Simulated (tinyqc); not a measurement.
Inside a calculation. Method: Luttinger-Kohn k.p, four valence bands. One step of it, computed by the program tinyqc.

Task: Levels at k. Diagonalise the Hermitian matrix.

H(k) at k (eV), order 3/2, 1/2, -1/2, -3/2:
$$\begin{pmatrix}
0.037801 & -0.019217+0.002956i & -0.001807+0.000961i & 0.000000 \\
-0.019217-0.002956i & 0.076090 & 0.000000 & -0.001807+0.000961i \\
-0.001807-0.000961i & 0.000000 & 0.076090 & 0.019217-0.002956i \\
0.000000 & -0.001807-0.000961i & 0.019217+0.002956i & 0.037801
\end{pmatrix}$$

Give: eigenvalues.

Result:

eigenvalues (eV): [0.0296, 0.0296, 0.0843, 0.0843]
